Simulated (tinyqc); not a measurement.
Hot electrons in a saturated n-channel MOSFET, lucky-electron model: one step of the calculation.

Beyond pinch-off the lateral field grows as Esat cosh(y/l) over the velocity-saturated region (pseudo-two-dimensional model). Impact ionisation in this region gives the substrate current, which biases the body forward through Rsub. Currents are per width. Local-field laws: they overstate ionisation when the field peak is narrower than an energy relaxation length.

Task. Body bias from the substrate current. Cox = 3.9 eps0/tox. Overdrive g = Vg - VT + kb Vb; Vdsat = g Esat L/(g + Esat L); Id = Cox vs (g - Vdsat); dV = Vd - Id Rd - Vdsat; Em = sqrt((dV/l)^2 + Esat^2); Isub = Id (Ai/Bi) l Em exp(-Bi/Em). Vb(new) = Rsub Isub.

Inputs (values chosen for the exercise); values close to those of silicon n-channel devices:
```
symbol  value    unit                                   meaning
L         0.8      um                            channel length
tox        20      nm                           oxide thickness
VT       0.58       V                                 threshold
vs      7.3e6    cm/s                       saturation velocity
Ai        2e6    1/cm                      ionisation prefactor
Bi       1.73   MV/cm                          ionisation field
Rd          0  ohm um     resistance of the lightly doped drain
Rsub    13000  ohm um                      substrate resistance
kb       0.43          fall of VT per volt of forward body bias
Vd        3.6       V                             drain voltage
Vg        1.5       V                              gate voltage
```

Constants: eps0 = 8.8541878128e-14 F/cm where lengths are in cm. Results are converted to the units shown.

Vb at the start = 0 V
l = 134.16408 nm
Esat = 0.056153846 MV/cm

Give: Vdsat; Id; dV; Em; Isub; Vb after iteration 1.

Result.

Vdsat = 0.76362 V
Id = 19.711 uA/um
dV = 2.8364 V
Em = 0.21874 MV/cm
Isub = 0.024574 uA/um
Vb after iteration 1 = 3.1946e-4 V

Numbers from tinyqc (`OMP_NUM_THREADS=1 python tinyqc.py 2550106 2550107 out.jsonl`; about 0.01 s on one thread of a shared Intel Xeon 2.30GHz).
